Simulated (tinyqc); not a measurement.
From results to parameters: diatomic chain. Computed by the program tinyqc.

Problem. A chain of two alternating masses has one spring constant k; at the zone edge omega^2 = 2k/M and 2k/m, and wavenumber = 521.4708 sqrt(omega^2) with omega^2 in eV/(angstrom^2 u). Find k, the heavier mass and the optical wavenumber at q = 0.

wavenumbers at the zone edge (cm^-1): 252.276855  605.206972
lighter mass = 9.800000 u

Solution. The upper value gives k = m omega^2/2, the ratio of the squares gives M/m, and at q = 0 omega^2 = 2k (1/m + 1/M), the sum of the two.

k = 6.600 eV/angstrom^2
heavier mass = 56.400 u
optical wavenumber at q = 0 = 655.6822 cm^-1
